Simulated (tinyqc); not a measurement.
Length of a polyene: Hueckel, PPP and singles CI along the polyenes. Computed by the program tinyqc. Hueckel uses the same beta without repulsion; CIS keeps all single excitations and so misses the low, doubly excited 2Ag state. W is the valence ionisation energy of a centre, MN the Mataga-Nishimoto formula, f the oscillator strength.

All-trans chains of carbon centres 1.40 angstrom apart:
```
parameter                               value
beta (eV), times 1 +/- alternation  -2.570000
alternation                                 0
W (eV)                              11.160000
gamma_rr (eV)                       10.570000
repulsion formula                          MN
```

Gaps and excitations (eV):
```
centres  Hueckel gap  PPP orbital gap  bright singlet (CIS)      f  lowest triplet (CIS)
2              5.140           10.353                 7.819  0.670                 2.461
6              2.288            6.428                 4.297  1.689                 0.909
8              1.785            5.616                 3.607  2.198                 0.639
10             1.463            5.064                 3.141  2.687                 0.469
```

Estimate the missing row, centres = 4.

Computed row:
```
centres  Hueckel gap  PPP orbital gap  bright singlet (CIS)      f  lowest triplet (CIS)
4              3.177            7.751                 5.448  1.168                 1.395
```

The Hueckel gap tends to 4 x alternation x |beta| = 0.00 eV for long chains (zero without alternation, falling as 1/N). Exchange opens the PPP orbital gap, and the attraction of electron and hole brings the bright state 1.92 eV below it at 10 centres; the triplet lies 2.67 eV lower still.
